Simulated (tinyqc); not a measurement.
Scale length and length offset from two DIBL values.

Problem. DIBL = exp(-Le/(2 l)) + 2 exp(-Le/l) with Le = L - dL. Find l, dL and the drawn length for a DIBL of 100 mV/V.

DIBL at drawn lengths 160 and 290 nm (mV/V): [74.927846, 7.1337006]

Solution. With e = exp(-Le/(2 l)), 2 e^2 + e = DIBL gives e and so Le/l at each length; Le/l is a straight line in L with slope 1/l.

l = 29.00 nm
dL = 2.500 nm
length for 100 mV/V = 145.2 nm

tinyqc, about 0.01 s, one thread, Intel Xeon 2.30GHz (shared host): `OMP_NUM_THREADS=1 python tinyqc.py 2002030 2002031 out.jsonl`
